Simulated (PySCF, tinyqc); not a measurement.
G0W0 on RHF in the sto-3g basis, for H3-, spin multiplicity 1, step by step. The basis has no diffuse functions, so it cannot describe the extra electron: this is an exercise in the method, not the real anion. The lowest restricted solution is unstable here: a spin-polarised one lies 0.1643 hartree lower (PySCF). One step of it, computed by the program tinyqc.

Question. Orthogonalisation. S = U s U^T; symmetric (Loewdin) form X = U s^(-1/2) U^T, so that X^T S X = 1.

overlap S:
```
          1H 1s     2H 1s     3H 1s
1H 1s  1.000000  0.493544  0.493871
2H 1s  0.493544  1.000000  0.493577
3H 1s  0.493871  0.493577  1.000000
```

Give: eigenvalues of S; X.

Answer.

eigenvalues of S: 0.5061  0.5065  1.9873

X:
```
         1H 1s    2H 1s    3H 1s
1H 1s   1.1734  -0.2319  -0.2322
2H 1s  -0.2319   1.1732  -0.2319
3H 1s  -0.2322  -0.2319   1.1734
```
